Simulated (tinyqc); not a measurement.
Inside a calculation. Model: Koster-Slater impurity in a tight-binding band, by Green functions and by supercells. Computed by tinyqc, a small Python program that keeps every step. Command: `OMP_NUM_THREADS=1 python tinyqc.py 3016016 3016017 out.jsonl kosterslater walk`. One thread of a shared host (Intel(R) Xeon(R) Processor @ 2.30GHz), about 0.04 s of CPU time with the checks. Intermediate numbers are printed to about 7 digits and carried at full precision; extremes and crossings named in words are read from the listed rows.

One orbital per site, e(k) = -2 t sum cos(k_i) over 2 direction(s), band from -4 t to 4 t, lattice constant 1. One site has the extra energy U. Spin is left out.

Inputs (values chosen for the exercise, for a model band):
```
quantity,value,unit
hopping t,2,eV
impurity potential U,-11.5,eV
supercell edge N,3,sites
energy inside the band E,-2.42,eV
broadening eta,0.2,eV
impurity concentration c,0.0001,per site
```

Lattice: square.

Constants: hbar = 6.582119569e-16 eV s.

## The host Green function outside the band

Outside the band G0(E) = (2/(pi E)) K(m), m = 16 t^2/E^2, K the complete elliptic integral with parameter m. A bound state solves 1/U = G0(E). Energies: 0.05, 0.2, 0.5, 1, 2, 4 and 8 t beyond the band edge on the side of U, rounded to four digits.

Scan on the side of U:
```
E (eV),G0 (1/eV),1/U - G0 (1/eV)
-8.1,-0.2557452,0.1687887
-8.4,-0.1979917,0.1110352
-9.0,-0.1581175,0.0711610
-10.0,-0.1270249,0.0400684
-12.0,-0.0960058,0.0090493
-16.0,-0.0670739,-0.0198826
-24.0,-0.0429025,-0.0440540
```

G0 diverges at the band edge, so any U binds a state, exponentially weakly when U is small.

## The bound state

Bisection in ln(distance from the edge) between 1e-5 t and |U| + t. Weight on the impurity site: -1/(U^2 dG0/dE), by a central difference with step min(1e-4 t, distance/30). Decay length along an axis: 1/arccosh(1 + distance/(2 t)).

level E_b = -12.92808 eV

distance from the band edge = 4.928078 eV

weight on the impurity site = 0.8703748

decay length = 0.6936694 sites

The state is compact: most of it sits on the impurity.

## Green function inside the band

Inside the band G0(z), z = E + i eta, comes from the chain form 1/(sqrt(y - 2t) sqrt(y + 2t)) (principal roots) at y = z + 2 t cos k, averaged over k in (0, pi) with 200 Gauss-Legendre points.

G0(E + i eta) = -0.1217942-0.2076860i 1/eV

## Scattering

T = U/(1 - U G0); phase shift delta = -arg(1 - U G0) in (-pi, pi]; host density of states -Im G0/pi; on the impurity -Im[G0/(1 - U G0)]/pi; lifetime of a band state hbar/(-2 c Im T).

T matrix = 0.785567-4.683189i eV

phase shift delta = 1.736991 rad

host density of states = 0.06610850 1/eV

density of states on the impurity = 0.01127188 1/eV

scattering lifetime = 702.7390 fs

The Born approximation would take Im T = U^2 Im G0 = -27.5 eV, 5.86 times the full value.

## The supercell Hamiltonian at Gamma

H_ij = -t for each bond from i to j, images included (two bonds add when N = 2); H_11 = U; sites are numbered with the last coordinate running fastest. Diagonalise.

H (eV), lower triangle (symmetric):
```
,1,2,3,4,5,6,7,8,9
1,-11.5
2,-2.0,0.0
3,-2.0,-2.0,0.0
4,-2.0,0.0,0.0,0.0
5,0.0,-2.0,0.0,-2.0,0.0
6,0.0,0.0,-2.0,-2.0,-2.0,0.0
7,-2.0,0.0,0.0,-2.0,0.0,0.0,0.0
8,0.0,-2.0,0.0,0.0,-2.0,0.0,-2.0,0.0
9,0.0,0.0,-2.0,0.0,0.0,-2.0,-2.0,-2.0,0.0
```

levels (eV): [-13.19272, -6.21108, -2.00000, -2.00000, -2.00000, 1.90381, 4.00000, 4.00000, 4.00000]

## The level in the supercell

In a periodic cell of N sites along each direction with Bloch vector K, the level solves 1/U = N^-d sum_k 1/(E - e(k)), k_i = (2 pi m_i + K_i)/N, m_i = 0..N-1; the outermost root on the side of U is taken (bisection). d is the number of directions. Gamma means K_i = 0, the zone corner K_i = pi, the quarter point K_i = pi/2. The error is measured against the isolated level E_b.

level at Gamma = -13.19272 eV

level at the corner = -12.66726 eV

level at the quarter point = -12.92569 eV

error at Gamma = -0.2646461 eV

width between Gamma and the corner = 0.5254629 eV

Images turn the level into a band 0.525 eV wide; the quarter point misses the isolated level by 0.0024 eV, far less than Gamma, because the leading hopping between images averages out there.

## Convergence with cell size

Even N; errors against the isolated level E_b, set to 0 below 1e-6 t.

Error of the level (eV):
```
N,sites,Gamma,corner,quarter point
2,4,-1.254952e+00,1.428078e+00,5.265118e-02
4,16,-5.487639e-02,5.265118e-02,1.151344e-04
6,36,-2.436862e-03,2.389994e-03,0
8,64,-1.157939e-04,1.151344e-04,0
12,144,0,0,0
16,256,0,0,0
```

The error at Gamma falls exponentially, between the last two resolved rows by exp(-1.523) per site against 1/(decay length) = 1.442; the rest is the power-law prefactor of the Green function. Gamma and the corner err in opposite directions. Among the sizes listed an error below 1 meV is first reached at N = 8 at Gamma; at the quarter point N = 4 is enough.

## Phase shift across the band

delta/pi = -arg(1 - U G0)/pi counts the states added below E (Friedel); host DOS = -Im G0/pi, DOS on the impurity = -Im[G0/(1 - U G0)]/pi; 13 evenly spaced energies from -(band edge + |U| + 2t) to +(band edge + |U| + 2t).

Across the spectrum:
```
E (eV),Re G0 (1/eV),host DOS (1/eV),DOS on the impurity (1/eV),delta/pi
-23.50000,-0.0438698,0.0001265,0.00051525,0.0029362
-19.58333,-0.0534138,0.0001906,0.00128074,0.0056826
-15.66667,-0.0687229,0.0003266,0.00740538,0.0178950
-11.75000,-0.0987774,0.0007483,0.03895161,0.9375136
-7.83333,-0.2197226,0.0297206,0.00853035,0.8049032
-3.91667,-0.1300144,0.0547397,0.01317030,0.5780931
0.00000,0.0000000,0.1285395,0.00569617,0.4324875
3.91667,0.1300144,0.0547397,0.00540001,0.2133339
7.83333,0.2197226,0.0297206,0.00218673,0.0940729
11.75000,0.0987774,0.0007483,0.00016399,0.0040286
15.66667,0.0687229,0.0003266,0.00010190,0.0020981
19.58333,0.0534138,0.0001906,0.00007315,0.0013580
23.50000,0.0438698,0.0001265,0.00005589,0.0009670
```

delta/pi starts and ends near zero (+0.003 and +0.001): the impurity moves states but creates none. delta/pi rises at the bound state below the band (-12.928 eV), reaches 0.94 among these rows (1 in the limit of small eta, just above the level) and is paid back by the top of the band.

Checks made by the program: G0 at the level by a direct sum over directions (relative difference below 1e-10); diagonalisation against the k sum (relative difference below 1e-10).
